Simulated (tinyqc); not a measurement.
Worked calculation: kinetic Monte Carlo and master equation for a particle on a ring of sites with traps and bias. Computed by tinyqc, a small Python program that keeps every step. Command: `OMP_NUM_THREADS=1 python tinyqc.py 3028258 3028259 out.jsonl kmc walk`. One thread of a shared host (Intel(R) Xeon(R) Processor @ 2.30GHz), about 0.08 s of CPU time with the checks. Intermediate numbers are printed to about 7 digits and carried at full precision; extremes and crossings named in words are read from the listed rows.

8 sites on a ring, numbered 1 to 8. The saddle between i and i+1 lies at E0 + s b_i and site i at s eps_i; a force F tilts the landscape, with the saddle half-way.

Inputs (values chosen for the exercise, for a model defect):
```
quantity                          value         unit
reference barrier E0               0.55           eV
scale factor s of the disorder        1            -
attempt frequency nu                 19          THz
temperature T                       510            K
site spacing a                      2.4     angstrom
force F along the ring          0.00029  eV/angstrom
seed of the random numbers       888554            -
```

Disorder: random barriers.

site energies eps_i (eV): 0  0  0  0  0  0  0  0

saddle shifts b_i between sites i and i+1 (eV): -0.06  -0.023  0.065  -0.038  0.03  0.018  0.033  0.035

Constants: k_B = 8.617333262e-05 eV/K.

## Rate table

Rates: k(i to i+1) = nu exp(-(E0 + s b_i - s eps_i - F a/2)/(k_B T)), k(i to i-1) = nu exp(-(E0 + s b_(i-1) - s eps_i + F a/2)/(k_B T)). Share right = k right/(k right + k left); mean stay = 1/(k right + k left).

Rates, shares of right hops and mean stays:
```
site  k right (1/s)  k left (1/s)  share right  mean stay (s)
1      2.754563e+08  3.121711e+07    0.8982073   3.260798e-09
2      1.186921e+08  2.711283e+08    0.3044789   2.565284e-09
3      1.602555e+07  1.168272e+08    0.1206264   7.527132e-09
4      1.669746e+08  1.577376e+07    0.9136859   5.472005e-09
5      3.553694e+07  1.643511e+08    0.1777842   5.002800e-09
6      4.669421e+07  3.497859e+07    0.5717230   1.224398e-08
7      3.319207e+07  4.596055e+07    0.4193426   1.263382e-08
8      3.171542e+07  3.267055e+07    0.4925828   1.553133e-08
```

The particle stays longest on site 8, 6.1 times as long as on the quickest site.

## Twelve steps of the residence-time algorithm

Random numbers:
```
step      r1      r2
1     0.9130  0.2272
2     0.0234  0.2507
3     0.1017  0.6462
4     0.4189  0.4391
5     0.4053  0.5817
6     0.4602  0.9307
7     0.8139  0.5340
8     0.7549  0.5960
9     0.6315  0.9664
10    0.0031  0.4723
11    0.3567  0.4932
12    0.1980  0.2336
```

Start on site 1 at t = 0. Hop right if r1 is below the share right, else left; advance the clock by -ln(r2) times the mean stay.

Trajectory:
```
step  site    hop      wait (s)     clock (s)  net hops
1        1   left  4.832257e-09  4.832257e-09        -1
2        8  right  2.148757e-08  2.631983e-08         0
3        1  right  1.423815e-09  2.774364e-08         1
4        2   left  2.111301e-09  2.985495e-08         0
5        1  right  1.766702e-09  3.162165e-08         1
6        2   left  1.842343e-10  3.180588e-08         0
7        1  right  2.045692e-09  3.385157e-08         1
8        2   left  1.327572e-09  3.517915e-08         0
9        1  right  1.114458e-10  3.529059e-08         1
10       2  right  1.924324e-09  3.721492e-08         2
11       3   left  5.320482e-09  4.253540e-08         1
12       2  right  3.730295e-09  4.626569e-08         2
```

## Steady state

Master equation dP/dt = W P, W_(i+1,i) = k right, W_(i-1,i) = k left, columns summing to zero. The steady state is its null vector; drift v = a sum P_i (k right - k left). D = a^2 lambda''(0)/2, where lambda(q) is the leading eigenvalue of W with right hops weighted by exp(q) and left hops by exp(-q). The slowest relaxation rate is minus the real part of the next eigenvalue of W. 1 angstrom = 1e-8 cm.

occupations P_i: 0.1239404  0.1256165  0.1269200  0.1237488  0.1252254  0.1248806  0.1250904  0.1245779

drift velocity v = 0.01574001 cm/s

diffusivity D = 2.385525e-08 cm^2/s

slowest relaxation rate = 1.707705e+07 1/s

The Boltzmann occupations exp(-s eps_i/(k_B T))/Z differ from these by at most 0.0019: the current piles particles up in front of high saddles.

## Closed form at zero force

At zero force D0 = a^2 nu exp(-E0/(k_B T)) / [<exp(-s eps/(k_B T))> <exp(s b/(k_B T))>], with means over the ring; Einstein relation v = D0 F/(k_B T); 1 angstrom = 1e-8 cm.

zero-force diffusivity D0 = 2.385313e-08 cm^2/s

D0 over the value without disorder = 0.5935048

Einstein drift = 0.01573984 cm/s

F a/(k_B T) = 0.016; the true drift is 1.0000 times the Einstein value.

## Sampled drift against the exact one

400 independent walkers start on sites drawn with weights P_i (k right + k left), the steady shares of hops (random numbers not printed); the estimate is total displacement over total time, with its standard error from the spread between walkers.

Drift from sampling:
```
hops per walker  estimate (cm/s)  standard error (cm/s)  deviation in standard errors
10                    0.02380940             0.05224034                      0.154467
30                    0.01652572             0.02681656                      0.029300
100                   0.02192329             0.01438501                      0.429842
300                   0.00731458             0.00871181                     -0.967126
1000                  0.00851575             0.00456566                     -1.582303
3000                  0.01412993             0.00274343                     -0.586882
```

The exact drift is 0.01574 cm/s. The standard error falls by a factor 3.15 from 100 to 1000 hops (sqrt10 = 3.16), and in the last row it is 17 % of the drift: a weak force is hard to see under thermal hops, which is why such runs use the Einstein relation instead.

Checks made by the program: closed form against the master equation at zero force (relative difference 1e-06).
